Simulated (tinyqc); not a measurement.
Valley splitting of a silicon quantum well in envelope theory, step by step. Values are carried at full precision from step to step, so a last printed digit may differ when a step is redone from the rounded ones.

Constants: hbar^2/2m0 = 3.80998211 eV angstrom^2; kB = 8.617333262e-05 eV/K.

Parameters, chosen for this exercise (near those of a strained Si well in SiGe; shifted at random, so the results belong to these values and not to a real crystal): k0 = 0.848 2 pi/a (valley position); a = 5.431 angstrom (lattice constant); ml = 0.933 m0 (mass along z); F = 8.2 mV/nm (field pressing towards the upper interface); w = 1.3 angstrom (interface width parameter); L = 50 angstrom (well width); V0 = 0.17 eV (conduction offset); C0 = 0.286 (Bloch overlap factor); Yb = 0.27 (Ge share of the barrier); Yw = 0.02 (Ge share of the well); ad = 170 angstrom (dot radius).

## Wave number and lengths

q = 2 k0 (2 pi/a), its wavelength, the field length (c/(ml e F))^(1/3) with c = hbar^2/2m0 and 1 mV/nm = 1e-4 eV/angstrom, and the damping factor y/sinh(y), y = pi q w, of a step smoothed as 1/(1 + exp(z/w)).

q = 1.9621 1/angstrom
wavelength = 3.202 angstrom
field length = 17.1 angstrom
damping factor = 0.00530

## The envelope

The well lies at 0 < z < L; U(z) = V0 [1/(1 + exp(z/w)) + 1/(1 + exp((L - z)/w))] - e F z, 1 mV/nm = 1e-4 eV/angstrom. The envelope psi solves -(c/ml) psi'' + U psi = E psi, c = hbar^2/2m0, by three-point differences on a grid of 0.1 angstrom from -40 to L + 40 angstrom. The two valleys at +/- k0 couple through D = C0 times the integral of exp(-i q z) U(z) psi^2, q = 2 k0 (2 pi/a), and split by Ev = 2|D|.

Two lowest levels, mean position, and psi^2 at both interfaces.

levels (meV): -10.72  26.45

<z> = 30.1 angstrom
psi^2 at z = 0 and L (1/angstrom): 0.000588  0.00474

The field makes psi^2 at the upper interface 8.05 times that at the lower one. The orbital spacing is 37.2 meV.

## Contributions to the coupling

Split D into the lower barrier, the upper barrier and the field term.

Parts of D (micro-eV):
```
part,real,imaginary,size
lower barrier,0.098,-0.010,0.098
upper barrier,-0.521,0.590,0.787
field term,-0.003,0.003,0.005
```

## Valley splitting and phase

The inter-valley coupling D is the sum of the complex parts; Ev = 2|D|, the valley phase is arg D, and kB T equals Ev at T = Ev/kB.

Ev = 1.45 micro-eV
phase = 2.20 rad
T = 0.017 K

The upper barrier gives the largest part.

## Alloy disorder

Random alloy: with Y(z) = Yw + (Yb - Yw) B(z), B the bracket in U, and in-plane density exp(-r^2/ad^2)/(pi ad^2), D gains a random complex part of variance sigma^2 = (C0^2/pi)(a^2 V0/(8 ad (Yb - Yw)))^2 (4/a) times the integral of psi^4 Y (1 - Y). Alone it gives a mean splitting sqrt(pi) sigma; together with the smooth part the rms splitting is 2 sqrt(|D|^2 + sigma^2).

Give the integral, sigma, the mean splitting from disorder alone and the rms total.

integral = 0.000551 1/angstrom
sigma = 47.9 micro-eV
sqrt(pi) sigma = 85.0 micro-eV
rms splitting = 95.9 micro-eV

|D|/sigma = 0.02: disorder dominates, so the splitting scatters from dot to dot down to zero.

## Checks

- Lowest level for sharp walls and no field against the square well, meV: both 11.2.
- Size of one barrier part in that case against C0 V0 psi(0)^2/sqrt(q^2 + 4 kappa^2), micro-eV: both 53.

Computed by tinyqc, a small Python program: `OMP_NUM_THREADS=1 python tinyqc.py 1250652 1250653 out.jsonl` (the numbers bound the seed that draws the inputs); one thread of a shared host (Intel(R) Xeon(R) Processor @ 2.30GHz), about 0.1 s for the whole set of steps.
